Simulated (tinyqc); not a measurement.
Threshold-voltage variability of a planar MOSFET, analytic estimates: one step of the calculation.

Three independent sources add in quadrature: random dopants in the depleted layer, metal-gate grains of two orientations, and roughness of the two gate edges acting through the roll-off VT = VT(long) - Vr exp(-L/l). These are first-order estimates: no three-dimensional electrostatics, no percolation.

Problem. Total spread, mismatch and leakage. s = sqrt(s1^2 + s2^2 + s3^2). For a pair: s(dVT) = sqrt(2) s; current mismatch sqrt(2) sqrt((gI s)^2 + sb^2); input offset = current mismatch/gI. For a Gaussian VT the off current is log-normal with mean/median = exp(s^2/(2 (n Vt)^2)).

Values chosen for this exercise; material values close to those of silicon: temperature T = 273 K; subthreshold factor n = 1.41; gm/I of a matched pair gI = 25 1/V; spread of the gain factor of one device sb = 2.2 %.

Constants: q = 1.602176634e-19 C, kB = 1.380649e-23 J/K, Vt = kB T/q. Results are converted to the units shown.

s1 = 8.2379266 mV
s2 = 4.5760432 mV
s3 = 0.40138624 mV

Find: s; s(dVT); current mismatch; input offset; mean/median of Ioff.

Solution.

s = 9.432 mV
s(dVT) = 13.34 mV
current mismatch = 33.49 %
input offset = 13.40 mV
mean/median of Ioff = 1.041

tinyqc, about 0.01 s, one thread, Intel Xeon 2.30GHz (shared host): `OMP_NUM_THREADS=1 python tinyqc.py 2090047 2090048 out.jsonl`
